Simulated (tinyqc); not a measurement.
Double-gate transistor, scale length and short-channel effects: two steps of the calculation.

A body of thickness ts between two insulators of thickness ti and two tied gates. Below threshold the potential that source and drain add obeys Laplace's equation and vanishes on the gate. Its lowest mode decays along the channel as exp(-k y); k is the smallest positive root of the matching condition at the interface, and the scale length is Lambda = pi/k.

Values chosen for this exercise; permittivities: semiconductor close to that of silicon, insulator close to that of zirconium oxide:
- T = 300 K (temperature)
- eps_r = 11.9 (relative permittivity of the semiconductor)
- ei = 26.2 (relative permittivity of the insulator)
- ti = 5.8 nm (insulator thickness)
- ts = 14.4 nm (body thickness)
- L = 39 nm (channel length)
- Vbi = 0.94 V (potential of the source)
- sT = 0.43 V (potential of the barrier top at threshold)
- VTL = 0.41 V (long-channel threshold)
- m = 1 (long-channel body factor)
- Vds = 0.7 V (drain voltage)

Constants: q = 1.602176634e-19 C, kB = 1.380649e-23 J/K, Vt = kB T/q. Results are converted to the units shown.

Task 1. Scan of the matching condition. f(k) = ei cos(k ti) cos(k ts/2) - eps_r sin(k ti) sin(k ts/2).

k, point 0 to 7 (1/nm): 0.02375  0.0475  0.07125  0.095  0.11875  0.1425  0.16625  0.19

Wanted: f(k).

Result 1.

f(k), point 0 to 7: 25.30  22.67  18.56  13.36  7.57  1.71  -3.65  -8.01

The first change of sign lies between k = 0.1425 and 0.16625 1/nm.

Task 2. Threshold shift, barrier position and swing. Along the channel psi(y) = s + a exp(y/l) + b exp(-y/l) with psi(0) = Vbi, psi(L) = Vbi + Vds and l = 1/k = Lambda/pi; with A = Vbi - s, B = A + Vds, x = exp(-L/l): a = (B - A x) x/(1 - x^2), b = (A - B x)/(1 - x^2). The minimum is s + 2 sqrt(a b), at y = (l/2) ln(b/a). The long-channel potential follows the gate as s = sT + (Vg - VTL)/m, and the threshold VT is the gate voltage at which the minimum equals sT. Swing = m Vt ln 10/g at threshold, g = d(minimum)/ds = 1 - (b x + a)/((1 + x) sqrt(a b)).

l = 6.6779788 nm

Give: s at threshold; a; b; position of the minimum; VT; swing.

Result 2.

s at threshold = 0.33446 V
a = 0.0037922 V
b = 0.60175 V
position of the minimum = 16.918 nm
VT = 0.31446 V
swing = 67.314 mV/decade

The threshold lies 95.5 mV below the long-channel value, and the barrier top sits at 0.43 L from the source.

Numbers from tinyqc (`OMP_NUM_THREADS=1 python tinyqc.py 2420136 2420137 out.jsonl`; about 0.01 s on one thread of a shared Intel Xeon 2.30GHz).
